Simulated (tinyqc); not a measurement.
Worked calculation: short-period [001] superlattice in sp3s* tight binding. Values are carried at full precision from step to step, so a last printed digit may differ when a step is redone from the rounded ones.

sp3s* tight binding, nearest neighbours only: anion (a) at 0, cation (c) at a/4 (1,1,1), orbitals s, px, py, pz, s* on each; k in units of 2 pi/a. With phases e_j = exp(i (pi/2) k.n_j) for n = (1,1,1), (1,-1,-1), (-1,1,-1), (-1,-1,1): g0 = (e1+e2+e3+e4)/4, g1 = (e1+e2-e3-e4)/4, g2 = (e1-e2+e3-e4)/4, g3 = (e1-e2-e3+e4)/4. The diagonal holds the levels Esa, Epa, Exa (s*) and Esc, Epc, Exc. Anion-cation block: <sa|sc> = Vss g0; <sa|xc> = Vsapc g1; <xa|sc> = -Vscpa g1; <xa|xc> = Vxx g0; <xa|yc> = <ya|xc> = Vxy g3, <xa|zc> = <za|xc> = Vxy g2, <ya|zc> = <za|yc> = Vxy g1; <s*a|xc> = Vxapc g1; <xa|s*c> = -Vpaxc g1; y and z take g2 and g3 in place of g1; s-s* and s*-s* vanish.

Inputs chosen for the exercise (A near a published set for GaAs, B for AlAs; the results hold for these values, not for the real material): pA = (-8.347, 1.042, -2.654, 3.669, 8.609, 6.724, -6.459, 1.957, 5.075, 4.483, 5.778, 4.854, 4.822) eV (order Esa, Epa, Esc, Epc, Exa, Exc, Vss, Vxx, Vxy, Vsapc, Vscpa, Vxapc, Vpaxc); pB = (-7.514, 0.984, -1.163, 3.595, 7.484, 6.713, -6.667, 1.882, 4.293, 5.1, 5.503, 4.516, 4.98) eV (the same for B); dEv = 0.53 eV (valence offset: Ev(B) lies this far below Ev(A)); n = 2 (monolayers of A); m = 1 (monolayers of B).

## Band line-up of the two bulk crystals

Edges on the common scale: Ev, the conduction level at Gamma, the minimum on (kx,0,0) for kx from 0.5 to 1, and the level at X.

Edges (eV):

| crystal | Ev | Gamma | Delta minimum | X |
|---|---|---|---|---|
| A | 0.0000 | 1.5593 | 2.0282 | 2.0282 |
| B | -0.5300 | 2.5171 | 1.7458 | 1.7765 |

For Gamma electrons A is the well, 0.958 eV deep; for X electrons B is, 0.252 eV deep; holes sit in A.

## Shifted levels

Planes alternate anion, cation along [001], a/4 apart; at zero in-plane momentum s, pz, s* form one block. All levels of A are shifted so that its Ev (lower root of [[Epa, Vxx], [Vxx, Epc]]) is 0, and those of B so that its Ev is -dEv. A monolayer is an anion plane and the cation plane above it; an anion between unlike cations takes the mean of the two anion levels; each bond takes the couplings of its cation. Block from an anion to the cation above: U with Vss/2 (s,s), Vsapc/2 (s,z), -Vscpa/2 (z,s), Vxx/2 (z,z), Vxapc/2 (s*,z), -Vpaxc/2 (z,s*); to the cation below: the same with the s-z and s*-z signs reversed. The cell of n + m monolayers is closed with the phase exp(2 pi i q). No spin-orbit coupling. In this block 2 (n + m) levels are filled.

Parameters in the order Esa, Epa, Esc, Epc, Exa, Exc, Vss, Vxx, Vxy, Vsapc, Vscpa, Vxapc, Vpaxc. Find Ev of each set and shift the levels.

Ev before the shift (eV): A -0.0014, B -0.0010

Levels (eV):

| plane | s | p | s* |
|---|---|---|---|
| anion A | -8.3456 | 1.0434 | 8.6104 |
| cation A | -2.6526 | 3.6704 | 6.7254 |
| anion B | -8.0430 | 0.4550 | 6.9550 |
| cation B | -1.6920 | 3.0660 | 6.1840 |
| interface anion | -8.1943 | 0.7492 | 7.7827 |

## The matrix for n = 2, m = 1 at q = 0

Planes in the order a1, c1, a2, c2, ...; the A cations come first.

H (eV):
```
        sa1     za1     *a1     sc1     zc1     *c1     sa2     za2     *a2     sc2     zc2     *c2
sa1  -8.194       0       0  -3.229   2.241       0       0       0       0       0       0       0
za1       0   0.749       0  -2.889   0.979  -2.411       0       0       0       0       0       0
*a1       0       0   7.783       0   2.427       0       0       0       0       0       0       0
sc1  -3.229  -2.889       0  -2.653       0       0  -3.229   2.889       0       0       0       0
zc1   2.241   0.979   2.427       0   3.670       0  -2.241   0.979  -2.427       0       0       0
*c1       0  -2.411       0       0       0   6.725       0   2.411       0       0       0       0
sa2       0       0       0  -3.229  -2.241       0  -8.346       0       0  -3.229   2.241       0
za2       0       0       0   2.889   0.979   2.411       0   1.043       0  -2.889   0.979  -2.411
*a2       0       0       0       0  -2.427       0       0       0   8.610       0   2.427       0
sc2       0       0       0       0       0       0  -3.229  -2.889       0  -2.653       0       0
zc2       0       0       0       0       0       0   2.241   0.979   2.427       0   3.670       0
*c2       0       0       0       0       0       0       0  -2.411       0       0       0   6.725
sa3       0       0       0       0       0       0       0       0       0  -3.229  -2.241       0
za3       0       0       0       0       0       0       0       0       0   2.889   0.979   2.411
*a3       0       0       0       0       0       0       0       0       0       0  -2.427       0
sc3  -3.333   2.752       0       0       0       0       0       0       0       0       0       0
zc3  -2.550   0.941  -2.258       0       0       0       0       0       0       0       0       0
*c3       0   2.490       0       0       0       0       0       0       0       0       0       0

        sa3     za3     *a3     sc3     zc3     *c3
sa1       0       0       0  -3.333  -2.550       0
za1       0       0       0   2.752   0.941   2.490
*a1       0       0       0       0  -2.258       0
sc1       0       0       0       0       0       0
zc1       0       0       0       0       0       0
*c1       0       0       0       0       0       0
sa2       0       0       0       0       0       0
za2       0       0       0       0       0       0
*a2       0       0       0       0       0       0
sc2  -3.229   2.889       0       0       0       0
zc2  -2.241   0.979  -2.427       0       0       0
*c2       0   2.411       0       0       0       0
sa3  -8.194       0       0  -3.333   2.550       0
za3       0   0.749       0  -2.752   0.941  -2.490
*a3       0       0   7.783       0   2.258       0
sc3  -3.333  -2.752       0  -1.692       0       0
zc3   2.550   0.941   2.258       0   3.066       0
*c3       0  -2.490       0       0       0   6.184
```

## Levels of the small cell

Diagonalise (s, pz, s* block of a cell with n = 2, m = 1; px and py are apart). The lowest 6 levels are filled. Give the share of the cation weight of the lowest empty level that lies on the A cations, c1 and c2.

levels (eV): -12.465  -11.093  -10.907  -5.820  -5.509  -0.174  1.807  2.176  2.208  2.699  2.770  4.495  6.543  8.031  9.259  9.447  10.460  11.101

share on A cations = 0.831

The lowest empty level is number 7, at 1.807 eV.

## Checks

- Cell of two equal monolayers against the bulk levels at Gamma and X: they agree to 1e-10 or better.

Program tinyqc; command `OMP_NUM_THREADS=1 python tinyqc.py 1450886 1450887 out.jsonl`; about 0.3 s on one thread of a shared Intel(R) Xeon(R) Processor @ 2.30GHz.
